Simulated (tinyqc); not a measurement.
# Worked calculation: round nanowire with a gate all round, subbands and threshold shift from confinement

tinyqc, about 0.2 s, one thread, Intel Xeon 2.30GHz (shared host): `OMP_NUM_THREADS=1 python tinyqc.py 2350046 2350047 out.jsonl` Printed values are rounded.

Undoped body with a flat potential across it, hard walls, transport along x. Three valley pairs (g = 2 each) with the longitudinal mass along x, y or z. Non-parabolicity enters the subband edges through E (1 + al E) = gamma, so E = 2 gamma/(1 + sqrt(1 + 4 al gamma)); motion within a subband is taken as parabolic with the band-edge mass. Energies are counted from the bulk band edge.

Inputs (values chosen for the exercise); masses close to those of silicon: temperature T = 300 K; longitudinal mass ml = 0.902 m0; transverse mass mt = 0.189 m0; non-parabolicity al = 0 1/eV; diameter t = 5.3 nm; widening of the box by penetration into the insulator dl = 0.3 nm.

Constants: q = 1.602176634e-19 C, kB = 1.380649e-23 J/K, hbar = 1.054571817e-34 J s, m0 = 9.1093837015e-31 kg, Vt = kB T/q, hbar^2/(2 m0) = 0.0380998212 eV nm^2. Results are converted to the units shown.

Range of the model: For the strongly anisotropic y and z valleys the mean inverse mass serves only for l = 0; pairs with l > 0 really split widely.

## Lowest subbands

gamma = C (2 z/(t + dl))^2 (1/my + 1/mz)/2, z the zeros of the Bessel functions J_l (2.404826, 3.831706, 5.135622, 5.520078, ...), twofold for l > 0; the mean inverse mass is an approximation for anisotropic valleys, C = hbar^2/(2 m0). List the 6 lowest, labelled by valley axis and quantum numbers, with degeneracy g and N_k: N_k = g sqrt(2 mx m0 kB T/(pi hbar^2)).

E_k, subband y0,1 to x1,1 (eV): [0.08992914, 0.08992914, 0.1487004, 0.2283062, 0.2283062, 0.3775108]
g, subband y0,1 to x1,1: [2, 2, 2, 4, 4, 4]
N_k, subband y0,1 to x1,1 (cm^-1): [4.040839e6, 4.040839e6, 8.827626e6, 8.081678e6, 8.081678e6, 1.765525e7]

## Threshold shift

Each subband has N_k = g sqrt(2 mx m0 kB T/(pi hbar^2)); without degeneracy n = exp(EF/Vt) sum N_k exp(-E_k/Vt). Classical value Nc times pi t^2/4, Nc = sum over valleys of 2 g (m m0 kB T/(2 pi hbar^2))^1.5 with m = (mx my mz)^(1/3). Threshold shift dVT = Vt ln(classical value/sum N_k exp(-E_k/Vt)). Use the subbands listed.

shares, subband y0,1 to x1,1 (%): [44.56443, 44.56443, 10.02413, 0.42207, 0.42207, 0.00287]
sum N_k exp(-E_k/Vt) = 2.797307e5 cm^-1
Nc = 2.702641e19 cm^-3
classical value = 5.962521e6 cm^-1
dVT = 79.09216 mV

With all subbands dVT = 79.09 mV. The lowest edge lies at 89.9 meV; dVT is smaller than that, since sum N_k exp(-(E_k - E_1)/Vt) exceeds the classical value.
